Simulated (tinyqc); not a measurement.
# Surface potential of a MOS transistor: implicit equation and explicit approximations, step by step

Computed by the program tinyqc: `OMP_NUM_THREADS=1 python tinyqc.py 2122040 2122041 out.jsonl`, one thread of a shared Intel Xeon 2.30GHz, about 0.01 s for the whole run. Printed values are rounded.

p-type body, charge-sheet picture, depletion and inversion only, full ionisation (an idealisation for deep acceptors), Boltzmann statistics (rough once Na exp(x - xn) passes about Nc/7). In units of Vt: xg = (Vg - Vfb)/Vt, x = psi/Vt, G = gamma/sqrt(Vt), xn = (2 phiF + Vc)/Vt. The implicit equation is (xg - x)^2 = G^2 [x - 1 + exp(x - xn)] for x above about 3. Cox = eps0 eox/tox.

Inputs (values chosen for the exercise); band and dielectric values close to those of silicon:
- T = 300 K (temperature)
- Eg = 1.14 eV (band gap)
- eps_r = 11.7 (relative permittivity)
- Nc = 2.8e19 cm^-3 (conduction-band density of states at T)
- Nv = 2.63e19 cm^-3 (valence-band density of states at T)
- eox = 22.5 (relative permittivity of the gate insulator (close to hafnium oxide))
- tox = 69 nm (insulator thickness)
- Na = 7.2e17 cm^-3 (acceptor density)
- Vfb = -0.48 V (flat-band voltage)
- Vc = 0 V (channel-body voltage)
- Vg = 2.68 V (gate-body voltage)

Constants: q = 1.602176634e-19 C, kB = 1.380649e-23 J/K, Vt = kB T/q, eps0 = 8.8541878128e-14 F/cm where lengths are in cm. Results are converted to the units shown.

Range of the model: The electron quasi-Fermi level lies less than 2 Vt below the band edge at the surface, or above it, where degeneracy and confinement, left out, matter.

## Scales

ni = sqrt(Nc Nv) exp(-Eg/(2 Vt)), Eg in volts; phiF = Vt ln(Na/ni); gamma = sqrt(2 q eps0 eps_r Na)/Cox; VT = Vfb + Vt (xn + G sqrt(xn - 1)).

phiF = 0.476173 V
gamma = 1.69325 V^0.5
G = 10.5311
xn = 36.8384
VT = 2.10218 V
xg = 122.234

## Explicit approximation

Depletion value a = 1 + [sqrt(G^2/4 + xg - 1) - G/2]^2; inversion value b = xn + ln[(xg - xn)^2/G^2 - xn + 1] and first guess y = min(a, b) - ln(1 + exp(-|a - b|)) if a > xn + 1, else b = y = a; one second-order correction with D = exp(y - xn), p = 2 (xg - y) + G^2 (1 + D), w = (xg - y)^2 - G^2 (y - 1 + D): z = y + 2 w/(p + sqrt(p^2 - 2 (2 - G^2 D) w)), or the Newton step z = y + w/p where the root is not real.

a = 49.1549
b = 40.2368
y = 40.2366
p = 3592.27
w = -945.284
z = 39.9302

The root of the implicit equation is x = 39.9356; y misses it by 0.30 and z by -0.0054, in units of Vt.

## Starting value

x = y rounded to two decimals.

x at the start = 40.24

## Iteration 1: new x

D = exp(x - xn), f = (xg - x)^2 - G^2 (x - 1 + D), f' = -2 (xg - x) - G^2 (1 + D), x(new) = x - f/f'.

D = 30.0125
f = -957.349
f' = -3603.41
x after iteration 1 = 39.9743

## Iteration 2: new x

As before.

D = 23.0101
f = -107.654
f' = -2827.35
x after iteration 2 = 39.9362

## Iteration 3: new x

As before.

D = 22.1505
f = -1.82515
f' = -2732.09
x after iteration 3 = 39.9356

## Course of the iteration

Stop when the step is below 1e-11, or after 60 iterations.

Course of the iteration:
```
iteration,x before the step,step
1,40.24,-0.266
2,39.9743,-0.0381
3,39.9362,-6.68e-4
4,39.9356,-2.01e-7
5,39.9356,< 1e-13
```

Converged in 5 iterations.

## Potential, charges and gate control

converged x = 39.9356

psi = Vt x; N_dep = Cox Vt G sqrt(x - 1)/q; N_inv = (Cox Vt G/q) [sqrt(x - 1 + exp(x - xn)) - sqrt(x - 1)]; dpsi/dVg = 1/[1 + G^2 (1 + exp(x - xn))/(2 (xg - x))].

psi = 1.03241 V
N_dep = 3.06136e12 cm^-2
N_inv = 7.7270e11 cm^-2
dpsi/dVg = 0.0602822

psi lies 3.1 Vt above 2 phiF + Vc.
